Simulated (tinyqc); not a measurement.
Surface potential of a MOS transistor: implicit equation and explicit approximations: one step of the calculation.

p-type body, charge-sheet picture, depletion and inversion only, full ionisation (an idealisation for deep acceptors), Boltzmann statistics (rough once Na exp(x - xn) passes about Nc/7). In units of Vt: xg = (Vg - Vfb)/Vt, x = psi/Vt, G = gamma/sqrt(Vt), xn = (2 phiF + Vc)/Vt. The implicit equation is (xg - x)^2 = G^2 [x - 1 + exp(x - xn)] for x above about 3. Cox = eps0 eox/tox.

Question. Explicit approximation. Depletion value a = 1 + [sqrt(G^2/4 + xg - 1) - G/2]^2; inversion value b = xn + ln[(xg - xn)^2/G^2 - xn + 1] and first guess y = min(a, b) - ln(1 + exp(-|a - b|)) if a > xn + 1, else b = y = a; one second-order correction with D = exp(y - xn), p = 2 (xg - y) + G^2 (1 + D), w = (xg - y)^2 - G^2 (y - 1 + D): z = y + 2 w/(p + sqrt(p^2 - 2 (2 - G^2 D) w)), or the Newton step z = y + w/p where the root is not real.

G = 1.3475859
xn = 62.148605
xg = 93.499260

Wanted: a; b; y; p; w; z.

Answer.

a = 81.415
b = 68.323
y = 68.323
p = 923.99
w = -360.21
z = 67.808

The root of the implicit equation is x = 67.8382; y misses it by 0.48 and z by -0.030, in units of Vt.

Program tinyqc, `OMP_NUM_THREADS=1 python tinyqc.py 2122175 2122176 out.jsonl`; Intel Xeon 2.30GHz, shared host, one thread, about 0.01 s.
